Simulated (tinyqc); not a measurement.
Boltzmann transport in a parabolic band with a power-law relaxation time: one step. Transport coefficients. Three cases, with inputs chosen for the exercise.

Question. Form the ratios; u is the mean energy carried, in kT.

tau = tau0 x^r with x = E/kT. With K_j = Gamma(j + 1) F_j(eta): <tau> = tau0 (r + 3/2) K_(r+1/2)/((3/2) K_(1/2)); mu = <tau>/(mc m0/e), m0/e = 5.685630e-12 kg/C; Hall factor rH = (3/2) K_(1/2) (2r + 3/2) K_(2r+1/2)/((r + 3/2) K_(r+1/2))^2; Seebeck S = -(kB/e) [(r + 5/2) K_(r+3/2)/((r + 3/2) K_(r+1/2)) - eta]; Lorenz number L = (kB/e)^2 [(r + 7/2) K_(r+5/2)/((r + 3/2) K_(r+1/2)) - ((r + 5/2) K_(r+3/2)/((r + 3/2) K_(r+1/2)))^2]; kB/e in V/K. Valley anisotropy is left out of rH.

Constants: kB = 8.617333262e-05 eV/K.

Case 1.

Values chosen (out of a larger set: masses near those of Ge; tau0 is set for a mobility of the usual size at this n, kL is a free input; freeze-out and phonon drag, which matter near 77 K, are left out; not measured data): r = -0.5 (exponent of tau).

F_j and K_j:
```
j              F_j         K_j
0.500   0.02990290  0.02650076
0.000   0.02977294  0.02977294
1.000   0.02999528  0.02999528
2.000   0.03010744  0.06021487
-0.500  0.02959033  0.05244749
```

eta = -3.499232

Case 2.

Values chosen (out of a larger set: masses near those of Si; tau0 is set for a mobility of the usual size at this n, kL is a free input; freeze-out and phonon drag, which matter near 77 K, are left out; not measured data): r = -0.5 (exponent of tau).

F_j and K_j:
```
j              F_j         K_j
0.500   0.01605383  0.01422733
0.000   0.01601624  0.01601624
1.000   0.01608048  0.01608048
2.000   0.01611276  0.03222551
-0.500  0.01596326  0.02829414
```

eta = -4.126133

Case 3.

Values chosen (out of a larger set: masses near those of Si; tau0 is set for a mobility of the usual size at this n, kL is a free input; freeze-out and phonon drag, which matter near 77 K, are left out; not measured data): r = 0.5 (exponent of tau).

F_j and K_j:
```
j           F_j       K_j
0.500  6.553493  5.807882
1.000  9.703847  9.703847
2.000  17.44981  34.89962
3.000  26.03438  156.2063
1.500  13.38561  17.79404
```

eta = 4.019154

Give: <tau>/tau0; rH; u; S; L.

Answer.

Case 1.

<tau>/tau0 = 0.749
rH = 1.176
u = 2.015
S = -475.2 microvolt/K
L = 1.491 1e-8 W ohm/K^2

The non-degenerate limits are rH = 1.178, u = r + 5/2 = 2 and L = (r + 5/2)(kB/e)^2 = 1.485; the degenerate ones are rH = 1 and L = 2.443.

Case 2.

<tau>/tau0 = 0.750
rH = 1.177
u = 2.008
S = -528.6 microvolt/K
L = 1.488 1e-8 W ohm/K^2

The non-degenerate limits are rH = 1.178, u = r + 5/2 = 2 and L = (r + 5/2)(kB/e)^2 = 1.485; the degenerate ones are rH = 1 and L = 2.443.

Case 3.

<tau>/tau0 = 2.228
rH = 1.029
u = 5.395
S = -118.5 microvolt/K
L = 2.296 1e-8 W ohm/K^2

The non-degenerate limits are rH = 1.104, u = r + 5/2 = 3 and L = (r + 5/2)(kB/e)^2 = 2.228; the degenerate ones are rH = 1 and L = 2.443.

Computed by tinyqc, one run a case: `OMP_NUM_THREADS=1 python tinyqc.py N N+1 out.jsonl` with N = 1651070, 1651085, 1651498; one thread of a shared Intel(R) Xeon(R) Processor @ 2.30GHz, about 0.01 s a run at most.
